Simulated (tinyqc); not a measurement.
k.p values derived from sp3s* tight binding at Gamma: one step. Electron mass. Three cases, with inputs chosen for the exercise.

Problem. m0/m = [<S+|d2H/dkx^2|S+>/2 + sum P^2/(E(S+) - E(P))]/c over P- and P+, with the direct term -(a/4)^2 sa sc Vss.

At Gamma the states are two-level mixtures: s-like S+ (upper) and S- (lower) from [[Esa, Vss], [Vss, Esc]], p-like P- (valence) and P+ from [[Epa, Vxx], [Vxx, Epc]], and the bare s* levels. With real k in 1/angstrom and kz = 0, the phase sums over the four bonds are g0 = 1 - (a k/4)^2/2, g1 = i a kx/4, g3 = -(a/4)^2 kx ky to second order. Each mixture is written (anion, cation) with the anion part positive. c = hbar^2/2m0. No spin-orbit coupling.

Constants: hbar^2/2m0 = 3.80998211 eV angstrom^2.

Case 1.

Values chosen (out of a larger set: near a published set for InP, fitted to gaps, whose masses and valley positions are rough; not measured data): a = 5.872 angstrom (lattice constant); Vss = -5.376 eV (s-s).

States:
```
state      E (eV)  anion part  cation part
S-     -11.407798   0.8791688    0.4765105
P-       0.001466   0.9064167   -0.4223846
S+       1.424798   0.4765105   -0.8791688
P+       4.914534   0.4223846    0.9064167
```

Couplings:
```
pair       P (eV angstrom)  E(first) - E(second) (eV)
S+ to P-         -7.219618                   1.423333
S+ to P+         -1.648721                  -3.489736
S- to P-          2.345203                 -11.409264
s*a to P-        -2.152230                   8.244534
s*c to P-         5.953193                   7.048534
```

Case 2.

Values chosen (out of a larger set: near a published set for GaSb, fitted to gaps, whose masses and valley positions are rough; not measured data): a = 6.101 angstrom (lattice constant); Vss = -6.209 eV (s-s).

States:
```
state      E (eV)  anion part  cation part
S-     -12.039785   0.7950539    0.6065388
P-       0.000487   0.8783719   -0.4779779
S+       0.835785   0.6065388   -0.7950539
P+       3.749513   0.4779779    0.8783719
```

Couplings:
```
pair       P (eV angstrom)  E(first) - E(second) (eV)
S+ to P-         -7.176749                   0.835299
S+ to P+          1.292342                  -2.913728
S- to P-          0.949854                 -12.040272
s*a to P-        -3.634243                   6.612513
s*c to P-         5.632253                   5.970513
```

Case 3.

Values chosen (out of a larger set: near a published set for GaAs, fitted to gaps, whose masses and valley positions are rough; not measured data): a = 5.648 angstrom (lattice constant); Vss = -6.375 eV (s-s).

States:
```
state      E (eV)  anion part  cation part
S-     -12.448815   0.8374779    0.5464711
P-      -0.013985   0.8833782   -0.4686608
S+       1.480815   0.5464711   -0.8374779
P+       4.770985   0.4686608    0.8833782
```

Couplings:
```
pair       P (eV angstrom)  E(first) - E(second) (eV)
S+ to P-         -7.629055                   1.494800
S+ to P+         -0.110666                  -3.290170
S- to P-          1.416820                 -12.434830
s*a to P-        -3.162499                   8.494985
s*c to P-         6.075745                   6.792985
```

Give: parts of m0/m; mass.

Solution.

Case 1.

parts of m0/m: direct -1.274, from P- 9.612, from P+ -0.204

mass = 0.1230 m0

The valence band supplies 118 % of m0/m; the direct term, which stands in for the free-electron 1, is -1.27. Sets of this kind were fitted to gaps and often give too heavy a mass, by up to a factor of two.

Case 2.

parts of m0/m: direct -1.828, from P- 16.184, from P+ -0.150

mass = 0.0704 m0

The valence band supplies 114 % of m0/m; the direct term, which stands in for the free-electron 1, is -1.83. Sets of this kind were fitted to gaps and often give too heavy a mass, by up to a factor of two.

Case 3.

parts of m0/m: direct -1.527, from P- 10.220, from P+ -0.001

mass = 0.1150 m0

The valence band supplies 118 % of m0/m; the direct term, which stands in for the free-electron 1, is -1.53. Sets of this kind were fitted to gaps and often give too heavy a mass, by up to a factor of two.

Computed by tinyqc, one run a case: `OMP_NUM_THREADS=1 python tinyqc.py N N+1 out.jsonl` with N = 1482609, 1482839, 1482851; one thread of a shared Intel(R) Xeon(R) Processor @ 2.30GHz, about 0.01 s a run at most.
